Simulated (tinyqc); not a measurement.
Deep-level transient spectroscopy: one step of the calculation.

Schottky contact on an n-type layer with shallow donors Nd (all ionised) and a donor-like deep trap, neutral when filled and positive when empty; depletion approximation. Traps within lam of the depletion edge stay filled. A long pulse to Vp fills the traps beyond x1 = Wp - lam; back at Vr those between x1 and x2 = Wr - lam emit. A rate window reads S = C(t2) - C(t1).

Problem. Peak temperature. Fixed-point step for en(T) = ew: T(new) = (Et q/kB)/ln(sn g T^2/ew), g = vth Nc/(300 K)^2.

Inputs (values chosen for the exercise); material values close to those of silicon: conduction-band density of states at 300 K Nc = 2.83e19 cm^-3; thermal velocity at 300 K vth = 2.3e7 cm/s; depth of the trap below the conduction edge Et = 0.44 eV; capture cross-section sn = 6.6e-16 cm^2.

Constants: q = 1.602176634e-19 C, kB = 1.380649e-23 J/K. Results are converted to the units shown.

ew = 511.68558 1/s
T at the start = 300 K

Find: T after step 1.

Solution.

T after step 1 = 248.49 K

Program tinyqc, `OMP_NUM_THREADS=1 python tinyqc.py 2050169 2050170 out.jsonl`; Intel Xeon 2.30GHz, shared host, one thread, about 0.01 s.
